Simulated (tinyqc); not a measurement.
X-ray photoelectron analysis of a thin oxide on a semiconductor: attenuation lengths, thickness, angle series and band offsets: one step, computed by the program tinyqc.

The same element is seen in the oxide and in the substrate, at nearly the same kinetic energy; films are flat and uniform, and the work function is ignored.

Question. Band offsets by core levels. Valence band offset = (E_core - E_v)(substrate) - (E_core - E_v)(oxide) + (core level separation at the interface, oxide less substrate). The separation is made here from the given offset; a uniform field F that raises the binding energy towards the surface shifts the oxide peak by e F <z>, <z> = d/(1 - exp(-x)) - d/x, x = d/(L_o cos theta), being the mean distance from the interface. Conduction band offset = oxide gap - substrate gap - valence band offset.

Inputs (values chosen for the exercise, modelled on SiO2 on silicon):
```
quantity,value,unit
oxide gap,8.9,eV
substrate gap,1.12,eV
oxide thickness d,0.65,nm
valence band offset used to make the data,4.44,eV
"core level less valence band top, substrate",98.87,eV
"core level less valence band top, thick oxide",98.47,eV
field in the oxide,0.53,MV/cm
```

d/(L_o cos theta) = 0.1848851

Give: separation without field; <z>; separation with field; apparent valence band offset; true conduction band offset; apparent conduction band offset.

Answer.

separation without field = 4.04 eV

<z> = 0.3350 nm

separation with field = 4.058 eV

apparent valence band offset = 4.458 eV

true conduction band offset = 3.34 eV

apparent conduction band offset = 3.322 eV

The field biases both offsets by 0.018 eV, in opposite directions.
